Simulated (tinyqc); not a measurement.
# Tunnelling through a gate dielectric, WKB transmission and Tsu-Esaki current: effect of temperature

Electrons leave the emitter at x = 0. Energies E (motion across the layers) are in eV from the emitter Fermi level; the collector Fermi level lies at -V and offers states at every E. No charge in the dielectric and no image force: F1 = V/t1, U = phi1 - F1 x. With C = hbar^2/(2 m0), kappa = sqrt(m (U - E)/C) where U > E and 0 elsewhere; T(E) = exp(-S), S = 2 times the integral of kappa over x.

Each layer adds (2/F) sqrt(m/C) [G(u at its left edge) - G(u at its right edge)] to S, with u = U - E (0 where negative) and G(u) = (2/3) u^1.5. J = J0 times the integral of T(E) N(E) dE, N = ln[(1 + exp(-E/Vt))/(1 + exp((-E - V)/Vt))], J0 = q^2 me m0 kB T/(2 pi^2 hbar^3) (times 1e-4 for A/cm^2 per eV), from E = -Ef to far above the barrier (T = 1 there), by quadrature converged to the digits shown.

Values chosen for this exercise; dielectric values close to those of silicon nitride:
- Ef = 0.18 eV (Fermi energy of the emitter above its band bottom)
- me = 1 m0 (emitter mass in the supply function)
- phi1 = 2.12 eV (barrier of layer 1 above the emitter Fermi level at zero bias)
- m1 = 0.49 m0 (tunnelling mass of layer 1)
- t1 = 1.5 nm (thickness of layer 1)
- V = 1.6 V (voltage across the dielectric)

Constants: q = 1.602176634e-19 C, kB = 1.380649e-23 J/K, hbar = 1.054571817e-34 J s, m0 = 9.1093837015e-31 kg, Vt = kB T/q, hbar^2/(2 m0) = 0.0380998212 eV nm^2. Results are converted to the units shown.

Effect of temperature:
```
T (K),J (A/cm^2),mean E of the current (eV)
50,793.8,-0.1107
100,801.6,-0.1096
200,833.1,-0.1053
300,886.7,-0.09826
400,963.6,-0.08861
500,1066,-0.07635
600,1198,-0.06124
750,1462,-0.03161
```

What does the table show?

Between 50 and 300 K the current changes by a factor of 1.12, and between 300 and 750 K by 1.65; the mean energy of the current rises from -0.111 to -0.0316 eV. The transmission grows by a factor e over d = 0.202 eV near E = 0, equal to kB T/q at 2350 K: far below that temperature the thermal tail adds little. In every row the field exceeds 10 MV/cm (up to 10.7), more than most dielectrics sustain; the model ignores breakdown.

Program tinyqc, `OMP_NUM_THREADS=1 python tinyqc.py 2540093 2540094 out.jsonl`; Intel Xeon 2.30GHz, shared host, one thread, about 0.03 s.
